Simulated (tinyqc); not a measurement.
Comparisons within one model: Shockley state of an s-p chain by decimation. A value that a table varies takes the place of the one given here.

Each site has s at -d/2 and p at +d/2: H0 = diag(-d/2, d/2). The block to the next site on the right is H1 = [[-ts, u], [-u, tp]] (rows s, p of site n; columns s, p of site n + 1). Bulk: H(k) = [[-d/2 - 2 ts cos k, 2i u sin k], [-2i u sin k, d/2 + 2 tp cos k]]. The bands are inverted at k = pi if d < 2 (ts + tp).

Decimation (Sancho-Rubio) at z = E + i eta: start with es = e = H0, A = H1, B = H1^T. Each round forms g = (z - e)^-1 and sets es += A g B, e += A g B + B g A, A = A g A, B = B g B, doubling the length covered. Stop when all |A| < 1e-10. Surface G = (z - es)^-1, bulk G = (z - e)^-1; densities -Im tr G/pi.

Values chosen for the exercise: d = 0.76 eV (Ep - Es); ts = 0.67 eV (s-s hopping); tp = 0.84 eV (p-p hopping); u = 0.96 eV (s-p hopping); eta = 0.01 eV (broadening); E1 = -1.5 eV (first energy); dE = 0.266 eV (step); E = 0.28 eV (energy).

## Surface against bulk across the gap

Eleven energies E1 + j dE.

Densities (1/eV):

| E (eV) | surface | bulk |
|---|---|---|
| -1.500 | 0.4234 | 0.5478 |
| -1.234 | 0.0147 | 0.0604 |
| -0.968 | 0.0071 | 0.0080 |
| -0.702 | 0.0088 | 0.0040 |
| -0.436 | 0.0204 | 0.0028 |
| -0.170 | 0.1816 | 0.0024 |
| 0.096 | 0.1529 | 0.0025 |
| 0.362 | 0.0194 | 0.0032 |
| 0.628 | 0.0088 | 0.0061 |
| 0.894 | 0.0101 | 0.0509 |
| 1.160 | 0.1938 | 0.4387 |

edges of the bulk gap (201 k points) (eV): -1.3000  0.9600

Inside the gap the bulk density is only the tail of the broadening, at least 0.0024. The surface density peaks at -0.170 eV among these rows (0.182); a chain of 60 sites puts the surface level at -0.0428 eV.

## Through the band inversion

d = f 2 (ts + tp). Gap edges from 201 k points; levels in the gap from an open chain of 60 sites (their mean, and the weight on the two end sites summed over them, divided by their number); a dash: none.

Against d:

| f | d (eV) | top of lower band (eV) | bottom of upper band (eV) | levels in the gap | mean level (eV) | end weight |
|---|---|---|---|---|---|---|
| 0.10 | 0.302 | -1.4910 | 1.1890 | 2 | -0.0170 | 0.975 |
| 0.30 | 0.906 | -1.2270 | 0.8870 | 2 | -0.0510 | 0.896 |
| 0.50 | 1.510 | -0.9250 | 0.5850 | 2 | -0.0850 | 0.739 |
| 0.70 | 2.114 | -0.6230 | 0.2830 | 2 | -0.1190 | 0.502 |
| 0.85 | 2.567 | -0.3965 | 0.0565 | 2 | -0.1445 | 0.273 |
| 1.15 | 3.473 | -0.3965 | 0.0565 | 0 | - | - |
| 1.30 | 3.926 | -0.6230 | 0.2830 | 0 | - | - |
| 1.60 | 4.832 | -1.0760 | 0.7360 | 0 | - | - |

Levels in the gap appear for f = 0.1, 0.3, 0.5, 0.7 and 0.85 and for none of the other rows; the gap closes at f = 1. The level lies at -0.0170 eV for f = 0.1 and -0.1445 eV for f = 0.85, on the line E = d (ts - tp)/(2 (ts + tp)), and its end weight goes from 0.98 to 0.27: no shift of the surface potential is needed, the inversion alone binds it.

## What each parameter does

Gap edges from 201 k points between 0 and pi, and the surface density at E by decimation. Each row changes one parameter from the base and keeps the others.

Results:

| case | top of lower band (eV) | bottom of upper band (eV) | surface density (1/eV) |
|---|---|---|---|
| base | -1.3000 | 0.9600 | 0.0296 |
| d = 0.836 eV | -1.2620 | 0.9220 | 0.0285 |
| ts = 0.737 eV | -1.3000 | 1.0940 | 0.0332 |
| tp = 0.924 eV | -1.4680 | 0.9600 | 0.0269 |
| u = 1.056 eV | -1.3000 | 0.9600 | 0.0291 |
| eta = 0.02 eV | -1.3000 | 0.9600 | 0.0589 |

The largest shifts from the base row, up to three for each result and ties (the steps differ in size, so this ranks the rows, not the parameters). top of lower band (eV): tp -0.1680, d +0.0380; unchanged at the printed digits by ts, u and eta. bottom of upper band (eV): ts +0.1340, d -0.0380; unchanged at the printed digits by tp, u and eta. surface density (1/eV): eta +0.0294, ts +0.0036, tp -0.0026. The base chain is inverted, so a surface state lies in the gap; E lies in the gap.

tinyqc: `OMP_NUM_THREADS=1 python tinyqc.py 1451807 1451808 out.jsonl`; about 0.2 s, one thread, shared Intel(R) Xeon(R) Processor @ 2.30GHz.
